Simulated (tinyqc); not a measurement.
A square-lattice strip 2 sites wide, recursive Green functions: two steps of the calculation.

The device has N = 5 slices of 2 site(s), nearest-neighbour hopping -t, and site energies U; the leads are semi-infinite continuations with site energy 0. V = <i+1|H|i> = -t 1.

Values chosen for this exercise: hopping (matrix element -t) t = 1.8 eV; site energies, slice by slice (2 a slice) U = [0.02, 0.26, 0.34, 0.39, -0.13, 0.11, 0.16, -0.34, -0.36, -0.11] eV; energy E = 0.49 eV.

Problem 1. Self-energy of the leads. Transverse modes n = 1..2: chi_n(j) = sqrt(2/3) sin(pi n j/3), energy e_n = -2 t cos(pi n/3). Sigma = t^2 sum_n chi_n chi_n^T g(E - e_n), g(x) = (x - i sqrt(4 t^2 - x^2))/(2 t^2) for |x| < 2 t and (x - sign(x) sqrt(x^2 - 4 t^2))/(2 t^2) otherwise; Gamma = i (Sigma - Sigma^dagger); both leads give the same.

Find: Sigma; Gamma; open modes.

Solution 1.

Sigma (eV):
```
              1             2
1  0.245-1.533i  0.900+0.144i
2  0.900+0.144i  0.245-1.533i
```

Gamma (eV):
```
        1       2
1   3.065  -0.288
2  -0.288   3.065
```

open modes = 2

Problem 2. Slice 5. Forward pass: g_1 = (E - H_1 - Sigma)^(-1), g_i = (E - H_i - V g_(i-1) V^dagger)^(-1), with Sigma also subtracted on the last slice; G_(i,1) = g_i V G_(i-1,1), starting from g_1. H_i is the block of slice i: its site energies on the diagonal and -t between neighbouring rows.

g_4 (1/eV):
```
                        1                       2
1  0.03421880-0.47021341i  0.29002228+0.04165849i
2  0.29002228+0.04165849i  0.19798139-0.31436755i
```

G_(4,1) (1/eV):
```
                        1                       2
1  0.25086324+0.13654840i  0.15206528-0.44479058i
2  0.26624546-0.27167564i  0.20260397+0.14809723i
```

Sigma (eV):
```
                      1                     2
1  0.2450000-1.5327358i  0.9000000+0.1438604i
2  0.9000000+0.1438604i  0.2450000-1.5327358i
```

Find: g_5; G_(5,1).

Solution 2.

g_5 (1/eV):
```
                   1                  2
1   0.05131-0.32211i  -0.00340-0.03562i
2  -0.00340-0.03562i  -0.04480-0.39077i
```

G_(5,1) (1/eV):
```
                   1                  2
1  -0.08329+0.14825i   0.23559+0.14314i
2   0.20534+0.18228i  -0.05838+0.16148i
```

Program tinyqc, `OMP_NUM_THREADS=1 python tinyqc.py 2660006 2660007 out.jsonl`; Intel Xeon 2.30GHz, shared host, one thread, about 0.01 s.
